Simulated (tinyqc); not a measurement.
## Threshold-voltage variability of a planar MOSFET, analytic estimates: effect of the metal grain size

Three independent sources add in quadrature: random dopants in the depleted layer, metal-gate grains of two orientations, and roughness of the two gate edges acting through the roll-off VT = VT(long) - Vr exp(-L/l). These are first-order estimates: no three-dimensional electrostatics, no percolation.

ni = sqrt(Nc Nv) exp(-Eg/(2 Vt)), Eg in volts; Cox = 3.9 eps0/ti; Wd = sqrt(4 eps0 eps_r Vt ln(Na/ni)/(q Na)); dopants: s1 = (q/Cox) sqrt(Na Wd/(3 L W)). Grains: Ng = L W/G^2 (at least 1), s2 = dW sqrt(p (1 - p)/Ng). Edges, with exponential correlation and u = W/La: the mean gate length has sL^2 = 2 De^2 (2/u)[1 - (1 - exp(-u))/u]; s3 = sL (Vr/l) exp(-L/l). s = sqrt(s1^2 + s2^2 + s3^2). l and Vr are held fixed.

Parameters, values chosen for the exercise; material values close to those of silicon: temperature T = 300 K; band gap Eg = 1.12 eV; relative permittivity of the semiconductor eps_r = 11.5; conduction-band density of states at T Nc = 2.82e19 cm^-3; valence-band density of states at T Nv = 2.64e19 cm^-3; channel doping Na = 1.6e18 cm^-3; oxide-equivalent thickness in inversion ti = 1.6 nm; gate length L = 45 nm; gate width W = 98 nm; work-function difference of the two grain orientations dW = 0.1 eV; share of the orientation of higher work function p = 0.5; rms roughness of one gate edge De = 1.4 nm; correlation length of the roughness La = 20 nm; decay length of the threshold roll-off l = 13 nm; prefactor of the roll-off Vr = 1.6 V.

Constants: q = 1.602176634e-19 C, kB = 1.380649e-23 J/K, Vt = kB T/q, eps0 = 8.8541878128e-14 F/cm where lengths are in cm. Results are converted to the units shown.

The same in every row: s1 (mV) = 13.61; s3 (mV) = 4.363.

Result of one run:
```
s2 (mV),s (mV),s sqrt(L W) (mV um)
1.506,14.37,0.9546
```

Which metal grain size G gave this result: 2, 7, 10, 14 or 20 nm?

G = 2 nm.

The whole series:
```
G (nm),s2 (mV),s (mV),s sqrt(L W) (mV um)
2,1.506,14.37,0.9546
3,2.259,14.47,0.9611
5,3.765,14.78,0.9817
7,5.270,15.24,1.012
10,7.529,16.16,1.073
14,10.54,17.76,1.180
20,15.06,20.76,1.379
```

As G goes from 2 to 20 nm, s rises from 14.4 to 20.8 mV. The largest source is the dopants in the first row and the grains in the last.

Numbers from tinyqc (`OMP_NUM_THREADS=1 python tinyqc.py 2090096 2090097 out.jsonl`; about 0.01 s on one thread of a shared Intel Xeon 2.30GHz).
